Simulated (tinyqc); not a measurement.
Gas flow in a process chamber: flow regimes, conductance, effective pumping speed, pump-down, outgassing and purge: one step, computed by the program tinyqc. Command: `OMP_NUM_THREADS=1 python tinyqc.py 3120598 3120599 out.jsonl pump walk`. One thread of a shared host (Intel(R) Xeon(R) Processor @ 2.30GHz), about 0.07 s of CPU time with the checks.

Ideal gas, isothermal flow, a pump of constant speed at the end of a round pipe; process gas, volume gas and outgassing are given the same properties. 1 sccm = 101325 Pa x 1e-6 m^3/60 s x T/273.15 K.

Problem. Purging a well-mixed chamber. With steady flow a contaminant decays as exp(-t/residence time); gas used = flow x time.

Inputs (values chosen for the exercise, modelled on oxygen near room temperature): temperature T = 300 K; process gas flow = 1800 sccm.

residence time = 0.4927720 s

Give: time to dilute 1e3 times; time to dilute 1e6 times; gas used for 1e6.

Solution.

time to dilute 1e3 times = 3.4039 s

time to dilute 1e6 times = 6.8079 s

gas used for 1e6 = 204.24 standard cm^3
